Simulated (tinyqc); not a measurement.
# Lifetime from the low-frequency admittance

Problem. At low frequency a p+-n diode with a base of width wb has C_diff/G = (tau/2)(1 - 2 x/sinh 2x), x = wb/sqrt(Dp tau). Find tau, x and the limit of C_diff/G for infinite lifetime, wb^2/(3 Dp).

Values chosen for this exercise: hole diffusion coefficient Dp = 5 cm^2/s; width of the neutral base wb = 8 um.

G = 19.051053 S/cm^2
C_diff = 0.30478790 uF/cm^2

Solution. The ratio rises steadily with tau from tau/2 (long base) towards wb^2/(3 Dp) (short base), so one lifetime matches as long as the ratio is below that limit.

tau = 4.000e-8 s
x = 1.789
limit of C_diff/G = 4.267e-8 s

Computed by the program tinyqc: `OMP_NUM_THREADS=1 python tinyqc.py 2890144 2890145 out.jsonl`, one thread of a shared Intel Xeon 2.30GHz, about 0.01 s for the whole run.
